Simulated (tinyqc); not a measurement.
Which input was changed? Model: three-phonon processes in a diatomic chain: dispersion, energy and momentum conservation, and decay channels of optical phonons. Computed by tinyqc, a small Python program. Command: `OMP_NUM_THREADS=1 python tinyqc.py 3121007 3121008 out.jsonl threeph which`. One thread of a shared host (Intel(R) Xeon(R) Processor @ 2.30GHz), about 0.01 s of CPU time with the checks.

Cell length a, two atoms, one spring constant. x = q a/pi runs from -1 to 1; A and O are the acoustic and optical branches. Matrix elements are not computed: only conservation laws and occupation factors are followed.

Inputs (values chosen for the exercise, for a model chain): light mass m = 27 u; heavy mass M = 123 u; spring constant k = 3.4 eV/angstrom^2.

Constants: nu for 1 eV/(angstrom^2 u) = 15.6333042 THz.

Method. omega^2 = k (1/m + 1/M) -/+ k sqrt((1/m + 1/M)^2 - 4 sin^2(pi x/2)/(m M)); nu = 15.6333042 THz x sqrt(omega^2) for eV/(angstrom^2 u). Acoustic top sqrt(2 k/M), optical bottom sqrt(2 k/m), optical top sqrt(2 k (1/m + 1/M)).

Problem. One of these inputs alone was changed, within the range given: light mass m (13.5 to 54); heavy mass M (61.5 to 246); spring constant k (1.7 to 6.8). Which one, and to what value?

Results:
```
run     optical top (THz)  optical top over twice the acoustic top
before           8.663960                                 1.178511
after            8.246259                                 1.121694
```

Solution.

Each candidate set to reproduce optical top, and what it then gives:
```
candidate                          range searched  value needed  optical top over twice the acoustic top
light mass m (u)                       13.5 to 54         30.50                                   1.1217
heavy mass M (u)                      61.5 to 246  out of reach                                        -
spring constant k (eV/angstrom^2)      1.7 to 6.8         3.080                                   1.1785
```

Only light mass m fits every result: it went from 27 to 30.5 u. The next best candidate, spring constant k, misses one result by 5.1 %.
